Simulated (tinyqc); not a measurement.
From results to parameters: two-site tight-binding chain. Computed by the program tinyqc.

Problem. A two-site chain has site energies +delta (A) and -delta (B) and hoppings t1 > t2 > 0, so E = +/- sqrt(delta^2 + |t1 + t2 exp(-ika)|^2). Find delta, t1 and t2.

upper band at k = 0 = 3.046851 eV
upper band at the zone edge = 1.181905 eV
weight of the upper band on site A at the zone edge = 0.868050

Solution. The weight on A is (1 + delta/E)/2, which gives delta; then t1 + t2 = sqrt(E(0)^2 - delta^2) and t1 - t2 = sqrt(E(edge)^2 - delta^2).

delta, t1, t2 (eV): 0.870  1.860  1.060
